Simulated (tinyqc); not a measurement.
# Metal-interlayer-semiconductor contact, depinning against tunnelling resistance: two studies

Zero bias, n-type semiconductor. Gap states at the semiconductor surface thin out as exp(-be ti), which unpins the barrier; electrons must then cross the interlayer (a rectangular barrier, no voltage drop across it) and the parabolic depleted layer, both by WKB. Energies E are counted from the Fermi level; no image force, parabolic bands.

Values chosen for this exercise; semiconductor values close to those of In0.53Ga0.47As; interlayer mass of the order of that in silicon dioxide, offset chosen freely:
```
symbol,value,unit,meaning
T,300,K,temperature
Eg,0.74,eV,band gap
eps_r,13.7,,relative permittivity
chi,4.36,eV,electron affinity
Nc,2.1e17,cm^-3,conduction-band density of states at T
mt,0.0398,m0,tunnelling mass in the semiconductor
mA,0.0406,m0,Richardson mass
Nd,3.8e18,cm^-3,donor density
E0,0.5,eV,charge-neutrality level above the valence band
S0,0.15,,pinning factor without interlayer
phiM,4.74,eV,metal work function
ti,0.4,nm,interlayer thickness
dE,3.24,eV,conduction-band offset of the interlayer above the semiconductor
mi,0.44,m0,tunnelling mass in the interlayer
be,4.5,1/nm,decay constant of gap states through the interlayer
```

Constants: q = 1.602176634e-19 C, kB = 1.380649e-23 J/K, eps0 = 8.8541878128e-12 F/m, hbar = 1.054571817e-34 J s, h = 6.62607015e-34 J s, m0 = 9.1093837015e-31 kg, Vt = kB T/q, hbar^2/(2 m0) = 0.0380998212 eV nm^2. Results are converted to the units shown.

Each table varies one quantity; the others keep the values above.

## Contact resistivity against the interlayer thickness

S = 1/(1 + (1/S0 - 1) exp(-be ti)); phiB = S (phiM - chi) + (1 - S)(Eg - E0); xi = Ec - EF deep inside, from Nd = Nc F(-xi/Vt), F(x) = (2/sqrt(pi)) int_0^infinity sqrt(u) du/(1 + exp(u - x)); band bending U = phiB - xi; E00 = (hbar/2) sqrt(Nd/(eps0 eps_r mt m0)) in volts; A = 4 pi q mA m0 kB^2/h^3. With U = phiB - xi: for xi < E < phiB, y = (E - xi)/U and G1 = (U/E00) [sqrt(1 - y) - y ln((1 + sqrt(1 - y))/sqrt(y))], G1 = 0 above phiB; G2 = 2 ti sqrt(mi max(phiB + dE - E, 0)/C), C = hbar^2/(2 m0); f = 1/(1 + exp(E/Vt)); 1/rho_c = (A T^2/Vt^2) times the integral of exp(-G1 - G2) f over E from xi upwards. Shares under 0.001 % are printed as 0; rows without band bending are left out.

The same in every row: E00/Vt = 1.90.

Contact resistivity against the interlayer thickness:
```
ti (nm)	S	phiB (eV)	rho_c (ohm cm^2)	rho_c with G2 = 0 (ohm cm^2)	peak of the integrand (eV)	share above phiB (%)
0	0.150	0.261	4.56e-7	4.56e-7	3.43e-4	0.0320
0.2	0.303	0.282	8.06e-6	6.30e-7	0.00255	0.0216
0.4	0.516	0.312	1.66e-4	9.95e-7	0.00520	0.0122
0.6	0.724	0.341	0.00347	1.56e-6	0.00769	0.00724
0.8	0.866	0.361	0.0633	2.14e-6	0.00963	0.00537
1	0.941	0.372	0.995	2.53e-6	0.0110	0.00492
1.2	0.975	0.377	14.2	2.73e-6	0.0122	0.00512
1.4	0.990	0.379	194	2.82e-6	0.0131	0.00565
1.6	0.996	0.379	2.60e3	2.85e-6	0.0141	0.00639
```

As ti goes from 0 to 1.6, phiB rises from 0.261 to 0.379 eV and rho_c rises from 4.56e-7 to 2600 ohm cm^2. No thickness listed beats the bare contact: tunnelling through the layer costs more than the change of the barrier gains. The ratio of rho_c to its value with G2 = 0 runs from 1.00 to 9.10e8.

## Contact resistivity against the donor density

Same model as above.

The same in every row: S = 0.516; phiB (eV) = 0.312.

Contact resistivity against the donor density:
```
Nd (cm^-3)	E00/Vt	rho_c (ohm cm^2)	rho_c with G2 = 0 (ohm cm^2)	peak of the integrand (eV)	share above phiB (%)
7e15	0.0814	0.830	0.00627	0.311	61.1
1.8e16	0.130	0.654	0.00492	0.308	48.2
4.6e16	0.209	0.453	0.00337	0.301	33.4
1.2e17	0.337	0.246	0.00179	0.281	18.1
3e17	0.533	0.0897	6.32e-4	0.235	6.61
7.6e17	0.848	0.0150	9.96e-5	0.138	1.11
1.9e18	1.34	0.00117	7.24e-6	0.0377	0.0858
4.9e18	2.15	8.73e-5	5.18e-7	-0.00335	0.00643
1.3e19	3.51	1.17e-5	6.62e-8	-0.0296	0
```

As Nd goes from 7e15 to 1.3e19, phiB stays at 0.312 eV and rho_c falls from 0.830 to 1.17e-5 ohm cm^2. rho_c goes as Nd^(-0.25) between the first two rows and Nd^(-2.06) between the last two, while E00/Vt goes from 0.0814 to 3.51 and the share above the barrier from 61.1 to 0 %. The ratio of rho_c to its value with G2 = 0 runs from 132 to 176. For Nd = 4.9e18, 1.3e19 the Fermi level lies deep in the band, where non-parabolicity matters.

tinyqc, about 0.03 s, one thread, Intel Xeon 2.30GHz (shared host): `OMP_NUM_THREADS=1 python tinyqc.py 2270123 2270124 out.jsonl`
